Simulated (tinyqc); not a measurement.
Binding against carrier density: donor level screened by free carriers (Yukawa potential).

Screening wave number: Debye ks^2 = 4 pi q n/(eps kB T); Thomas-Fermi ks^2 = 6 pi q n/(eps EF) with EF = c (3 pi^2 n/gv)^(2/3)/m, c = hbar^2/2m0; the two are joined by 1/ks^2 = sqrt(1/ks_D^4 + 1/ks_TF^4). 1e18/cm^3 = 1e-6/angstrom^3, q = e^2/(4 pi eps0).

Potential -(q/(eps r)) exp(-ks r), q = e^2/(4 pi eps0). In units Ry* = Ry m/eps^2 and a* = a0 eps/m the problem is [-Laplacian - 2 exp(-x r)/r] psi = E psi with x = ks a*.

Converged values use 18 functions exp(-z r), z = 1.55^i, i = -11 to 6: S = 2/A^3, H = z_i z_j S - 2/(A + x)^2, A = z_i + z_j.

Constants: e^2/(4 pi eps0) = 14.39964547 eV angstrom; kB = 8.617333262e-05 eV/K; hbar^2/2m0 = 3.80998211 eV angstrom^2.

Parameters, chosen for this exercise (near those of a donor in Ge, with one mean mass; not measured data):
- m = 0.165 m0 (mass)
- eps = 15.9 (dielectric constant)
- gv = 4 (valleys)
- T = 77 K (temperature)
- nl = (0.00024, 0.0008, 0.0024, 0.008, 0.024, 0.08, 0.24) x 1e18/cm^3 (densities)

Ry* = 8.8799 meV
a* = 50.993 angstrom

x from the joined ks; converged 1s binding (dash: x above 1.17, at or past the limit 1.19 where the state unbinds).

Results:
```
n (1e18/cm^3)  EF/kB T  1/ks (angstrom)      x  binding (meV)  n^(1/3) a*
0.00024           0.01           1558.6  0.033           8.31       0.032
0.00080           0.01            853.7  0.060           7.86       0.047
0.0024            0.02            492.9  0.103           7.18       0.068
0.0080            0.05            270.0  0.189           5.95       0.102
0.024             0.11            156.1  0.327           4.28       0.147
0.080             0.25             85.9  0.593           1.93       0.220
0.24              0.51             50.7  1.007           0.17       0.317
```

How do the results move, and what explains it?

The binding falls from 8.3 to 0.2 meV (bare value 8.9); it passes half the bare value between 0.008 and 0.024 x 1e18/cm^3. The level is still bound in the last row. x grows with exponent 0.50 in n at the start and 0.48 at the end (1/2 for Debye, 1/6 for Thomas-Fermi screening). The level survives to n^(1/3) a* = 0.32, past the 0.26 of the Mott rule, which corresponds to x = 1 for one valley with degenerate screening; here the level lasts until x = 1.19, the screening is at most the degenerate value, and overlap of donors is left out.

Computed by tinyqc, a small Python program: `OMP_NUM_THREADS=1 python tinyqc.py 1280401 1280402 out.jsonl` (the numbers bound the seed that draws the inputs); one thread of a shared host (Intel(R) Xeon(R) Processor @ 2.30GHz), about 0.02 s for the whole set of steps.
